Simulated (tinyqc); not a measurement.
Van der Pauw, Hall and four-point-probe measurements on a doped layer: one step of the calculation.

A uniform p-type layer with sheet resistance Rs = 1/(q ns mu), point contacts, low field (mu B small).

Problem. Resistances and Hall voltage. Rs = 1/(q ns mu). For a rectangle with contacts at the corners, RA = (8 Rs/pi) sum_(k>=0) ln coth((2k + 1) pi a/(2 b)) with current along a short side b and voltage along the opposite one, RB the same with a and b exchanged; Hall voltage VH = rH B I/(q ns), negative for electrons.

Inputs (values chosen for the exercise): sheet density of the layer ns = 7.3e11 cm^-2; drift mobility mu = 57 cm^2/(V s); Hall factor rH = 1.1; magnetic field B = 0.3 T; current I = 500 uA; side ratio a/b of a rectangular sample with corner contacts ar = 1.81.

Constants: q = 1.602176634e-19 C. Results are converted to the units shown.

Wanted: Rs; RA; RB; VH.

Solution.

Rs = 1.500e5 ohm/square
RA = 2591 ohm
RB = 1.404e5 ohm
VH = 141.1 mV

RB/RA = 54.2; for a square both equal Rs ln 2/pi = 33100 ohm.

Computed by the program tinyqc: `OMP_NUM_THREADS=1 python tinyqc.py 2850118 2850119 out.jsonl`, one thread of a shared Intel Xeon 2.30GHz, about 0.02 s for the whole run.
